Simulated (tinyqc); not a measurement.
Transverse acoustic branch against its sound line: Keating valence-force model of a tetrahedral crystal. Computed by tinyqc, a small Python program. Command: `OMP_NUM_THREADS=1 python tinyqc.py 3025854 3025855 out.jsonl keating walk`. One thread of a shared host (Intel(R) Xeon(R) Processor @ 2.30GHz), about 0.03 s of CPU time with the checks.

Atom A sits at 0 and atom B at a/4 (1,1,1) of an fcc lattice; the four bonds from A are t = a/4 (1,1,1), a/4 (1,-1,-1), a/4 (-1,1,-1), a/4 (-1,-1,1), of length d = sqrt(3) a/4. Energy: E = (3 alpha/(8 d^2)) sum over bonds (r.r - d^2)^2 + (3 beta/(8 d^2)) sum over pairs of bonds at one atom (r_i.r_j + d^2/3)^2, with beta_A for the six pairs at A and beta_B for the six at B. The cell holds two atoms, Omega = a^3/4. 1 N/m = 1 J/m^2. With constants fitted to the elastic moduli this model puts optical and zone-boundary frequencies of real crystals too high, by up to about 20 % in elemental crystals and up to about 50 % in compounds, and mostly by more for TA modes; in compounds the lattice part of the static dielectric constant then comes out too low.

Inputs (values chosen for the exercise, modelled on zinc sulfide):
```
quantity               value      unit
lattice constant a      5.41  angstrom
mass M_A               65.38         u
mass M_B               32.06         u
bond stretching alpha     44       N/m
bond bending beta_A     4.73       N/m
bond bending beta_B     4.73       N/m
```

Structure: zinc blende.

Constants: nu for 1 eV/(angstrom^2 u) = 15.6333042 THz; 1 eV/angstrom^2 = 16.02176634 J/m^2; u = 1.6605390666e-27 kg.

Method:
- beta = (beta_A + beta_B)/2; C11 = (alpha + 3 beta)/a, C12 = (alpha - beta)/a, C44 = 4 alpha beta/(a (alpha + beta)); with the two sublattices clamped C44(0) = (alpha + beta)/a; internal-strain parameter zeta = (alpha - beta)/(alpha + beta); B = (C11 + 2 C12)/3.
- With displacements u exp(i q.r), each bracket changes by g.u, where g = (g_A, g_B): bond t, g = (-2 t, 2 t exp(i q.t)); pair (i, j) at A, g = (-(t_i + t_j), t_i exp(i q.t_j) + t_j exp(i q.t_i)); pair at B, g = (-t_i exp(-i q.t_j) - t_j exp(-i q.t_i), t_i + t_j). Then D_mn = sum over the 4 bonds and 12 pairs of (4 k/a^2) conj(g_m) g_n / sqrt(M_m M_n), with k = alpha or beta converted to eV/angstrom^2. Only the short-range forces enter; the Coulomb field of the charges is left out.
- An eigenvalue lambda of D in eV/(angstrom^2 u) gives nu = 15.6333042 THz x sqrt(lambda).
- The sound line is nu = v q/(2 pi) with v = sqrt(C44/rho), rho = (M_A + M_B)/Omega; the clamped line uses C44(0).

C44 = 31.5777 GPa

clamped C44(0) = 90.0739 GPa

Frequencies (THz) along G-X; columns: (1) q (2 pi/a); (2) lowest branch; (3) sound line, relaxed C44; (4) sound line, clamped C44(0); (5) third-lowest frequency; (6) highest frequency:
```
(1)      (2)     (3)     (4)     (5)     (6)
0.05  0.2567  0.2569  0.4339  0.4739  11.754
0.15  0.7652  0.7706  1.3016  1.4160  11.732
0.30  1.4971  1.5413  2.6031  2.7942  11.661
0.45  2.1610  2.3119  3.9047  4.0949  11.556
0.60  2.7199  3.0826  5.2063  5.2722  11.438
0.75  3.1353  3.8532  6.5078  6.2581  11.331
0.90  3.3722  4.6239  7.8094  6.9182  11.263
1.00  3.4184  5.1377  8.6771  7.0635  11.249
```

What follows from these numbers?

At small q the branch follows the relaxed line (0.999 of it, against 0.592 of the clamped one): in a long shear wave the sublattices shift against each other. At X it reaches 67 % of the relaxed line. Real tetrahedral semiconductors have flatter TA branches than a Keating model fitted to their elastic constants, which needs longer-ranged terms to mend.

Extremes, crossings and ranges named in words are read from the listed rows.
